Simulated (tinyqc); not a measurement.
## Trap spacing and activation energy from three currents

Inverse problem. In its exponential range, without heating, an amorphous layer of thickness ua passes I = (I0/2) exp[-(Ea - q V dz/(2 ua))/kB T]. Find dz, Ea and I0.

Inputs (values chosen for the exercise):
- ua = 23 nm (amorphous thickness)

Constants: q = 1.602176634e-19 C, kB = 1.380649e-23 J/K. Results are converted to the units shown.

I at (0.23 V, 358 K), (0.35 V, 358 K) and (0.35 V, 398 K) (nA): 1883.6298  3705.0049  8074.5537

Answer. The two voltages give dz/ua, the two temperatures the lowered barrier.

dz = 8.00 nm
Ea = 0.300 eV
I0 = 17.2 mA

Computed by the program tinyqc: `OMP_NUM_THREADS=1 python tinyqc.py 2490010 2490011 out.jsonl`, one thread of a shared Intel Xeon 2.30GHz, about 0.01 s for the whole run.
